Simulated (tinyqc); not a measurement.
Worked calculation: Landau-Devonshire theory of a uniaxial ferroelectric. Computed by tinyqc, a small Python program that keeps every step. Command: `OMP_NUM_THREADS=1 python tinyqc.py 3024625 3024626 out.jsonl ferro walk`. One thread of a shared host (Intel(R) Xeon(R) Processor @ 2.30GHz), about 0.01 s of CPU time with the checks. Intermediate numbers are printed to about 6 digits and carried at full precision; extremes and crossings named in words are read from the listed rows.

G(P) = (alpha/2) P^2 + (beta*/4) P^4 + (gamma/6) P^6 - E P per volume, SI units, one domain, P along the polar axis.

Inputs (values chosen for the exercise, for a model ferroelectric):
```
quantity                          value             unit
alpha_0                        1.22e+06      J m/(C^2 K)
Curie-Weiss temperature T0          730                K
beta                           4.93e+09        J m^5/C^4
gamma                          1.26e+10        J m^9/C^6
temperature T                       425                K
applied field E                     2.4             MV/m
film thickness d                    8.1               nm
screening length lambda           0.015               nm
background permittivity eps_b        20                -
gradient coefficient g            5e-11        J m^3/C^2
series capacitance C_d              1.8  microfarad/cm^2
start of Newton steps P0/Ps         1.3                -
```

Sample: free crystal.

Constants: eps_0 = 8.8541878128e-12 F/m.

## Coefficients at T

alpha = alpha_0 (T - T0*), T0* = T0, beta* = beta.

T0* = 730 K

alpha = -3.72100e+08 J m/C^2

beta* = 4.93e+09 J m^5/C^4

beta* > 0: the transition is of second order.

## Spontaneous polarisation, susceptibility, coercive field

Ps^2 = [-beta* + sqrt(beta*^2 - 4 alpha gamma)]/(2 gamma). chi = 1/(eps_0 G''), G'' = alpha + 3 beta* P^2 + 5 gamma P^4 at Ps. Ps, chi and the coercive field are for perfect screening, without a depolarising field. The intrinsic coercive field is |alpha P + beta* P^3 + gamma P^5| at the P_c where G'' = 0. 1 C/m^2 = 100 microcoulomb/cm^2.

spontaneous polarisation Ps = 25.4477 microcoulomb/cm^2

susceptibility chi = 132.890

well depth G(Ps) = -6.30932 MJ/m^3

P_c = 15.1397 microcoulomb/cm^2

intrinsic coercive field = 38.2246 MV/m

P_c/Ps = 0.595, near the 1/sqrt(3) = 0.577 of a quartic well. Real switching runs by domain nucleation at far lower fields.

## Polarisation in the field by Newton steps

Solve G'(P) = alpha P + beta* P^3 + gamma P^5 - E = 0 by P(new) = P - G'/G'' from P0; stop when the step is below 1e-11 C/m^2 (G' under 1e-6 MV/m is shown as 0).

Newton steps:
```
step  P (microcoulomb/cm^2)    G' (MV/m)  G'' (MJ m/C^2)
1                   33.0820  1.02922e+02         2001.13
2                   27.9388  2.26045e+01         1166.24
3                   26.0006  2.47961e+00          915.67
4                   25.7298  4.41741e-02          883.14
5                   25.7248  1.48890e-05          882.55
6                   25.7248            0          882.55
```

P at the end of the steps = 25.7248 microcoulomb/cm^2

1/(eps_0 G'') there = 127.971

The linear estimate Ps + eps_0 chi E gives 25.730; the field lowers chi by 3.7 %.

## The 180-degree wall

With the term (g/2) (dP/dx)^2, (g/2) P'^2 = G(P) - G(Ps) across the wall: energy = int_(-Ps)^(Ps) sqrt(2 g [G(P) - G(Ps)]) dP (40 Gauss-Legendre points); width = 2 Ps over the slope at P = 0, sqrt(2 |G(Ps)|/g). Elastic coupling inside the wall is left out.

wall energy = 8.59904 mJ/m^2

wall width = 1.01311 nm

## A capacitor with imperfect screening

Between shorted electrodes with screening length lambda each, the depolarising field is -k P, k = 2 lambda/(eps_0 (d + 2 lambda eps_b)), so alpha turns into alpha + k. The polar state is the lowest uniform state while alpha + k < 0 (beta* > 0) or < 3 beta*^2/(16 gamma) (beta* < 0); setting the equality gives the critical thickness d_c.

depolarising coefficient k = 3.89451e+08 J m/C^2

polarisation of the film = 0 microcoulomb/cm^2

size of the depolarising field = 0 MV/m

critical thickness d_c = 8.50569 nm

The film is thinner than d_c, so the uniform polar state is not the lowest one; a real film may break into domains or be non-polar.

## Thickness series

Domains are left out, though they can pre-empt both the loss of P and the state at P = 0. The second and third columns are for the shorted capacitor, polar only where it is the lowest uniform state: alpha + k < 0 (beta* > 0) or < 3 beta*^2/(16 gamma) (beta* < 0). The last column is another circuit, the film in series with C_d at P = 0: 1/C = (alpha d)/(1 + alpha eps_0 eps_b) + 1/C_d, and P = 0 is locally stable while 1/C > 0; a dash marks the rest.

Against thickness:
```
d (nm)  P (microcoulomb/cm^2)  depolarising field (MV/m)  C of the stack / C_d
1                      0.0000                     0.0000               1.00722
2                      0.0000                     0.0000               1.01455
3                      0.0000                     0.0000               1.02198
5                      0.0000                     0.0000               1.03718
8                      0.0000                     0.0000               1.06085
15                    17.0987                    37.1373               1.12052
30                    21.7484                    24.0812               1.27406
60                    23.6841                    13.2421               1.75505
150                   24.7603                     5.5706                     -
```

The polar state appears between 8 and 15 nm (d_c = 8.51 nm), and at 150 nm P is 97.3 % of Ps. The stack exceeds C_d wherever it is stable, up to 1.76 times: the ferroelectric held at P = 0 acts as a negative capacitance.

Checks made by the program: Ps against a numerical root of G'(P)/P (relative difference below 1e-10).
